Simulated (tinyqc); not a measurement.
Threshold-voltage variability of a planar MOSFET, analytic estimates: one step of the calculation.

Three independent sources add in quadrature: random dopants in the depleted layer, metal-gate grains of two orientations, and roughness of the two gate edges acting through the roll-off VT = VT(long) - Vr exp(-L/l). These are first-order estimates: no three-dimensional electrostatics, no percolation.

Task. Margin in standard deviations for the wanted yield. Cells fail independently with probability Q(k) = erfc(k/sqrt(2))/2 when the margin is k standard deviations, and Y = exp(-Nb Q(k)). phi = exp(-k^2/2)/sqrt(2 pi). Newton steps on ln Q(k) = ln(-ln(Y)/Nb): k(new) = k + [ln Q - ln(-ln(Y)/Nb)] Q/phi.

Values chosen for this exercise: number of cells Nb = 65536; wanted yield Y = 0.977.

k after iteration 1 = 5.0627828

Wanted: Q(k); phi; k after iteration 2.

Result.

Q(k) = 2.0659e-7
phi = 1.0840e-6
k after iteration 2 = 4.9596

Computed by the program tinyqc: `OMP_NUM_THREADS=1 python tinyqc.py 2090032 2090033 out.jsonl`, one thread of a shared Intel Xeon 2.30GHz, about 0.01 s for the whole run.
